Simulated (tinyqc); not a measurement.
Poole-Frenkel parameters from three currents.

Problem. Poole-Frenkel conduction in an insulator follows J = s0 F exp[-(pt - sqrt(q F/(pi eps0 ei)))/Vt], Vt = kB T/q, F in V/cm. Find ei, pt and s0.

Constants: q = 1.602176634e-19 C, kB = 1.380649e-23 J/K, eps0 = 8.8541878128e-14 F/cm where lengths are in cm. Results are converted to the units shown.

J at (1.12 MV/cm, 300 K), (4.5 MV/cm, 300 K) and (4.5 MV/cm, 350 K) (A/cm^2): [7.7449430e-11, 0.0012542120, 0.031854462]

Solution. The two fields give the lowering coefficient and so ei; the two temperatures give the lowered barrier, to which the lowering is added back.

ei = 4.21
pt = 1.37 eV
s0 = 1.90 S/cm

Program tinyqc, `OMP_NUM_THREADS=1 python tinyqc.py 2370029 2370030 out.jsonl`; Intel Xeon 2.30GHz, shared host, one thread, about 0.01 s.
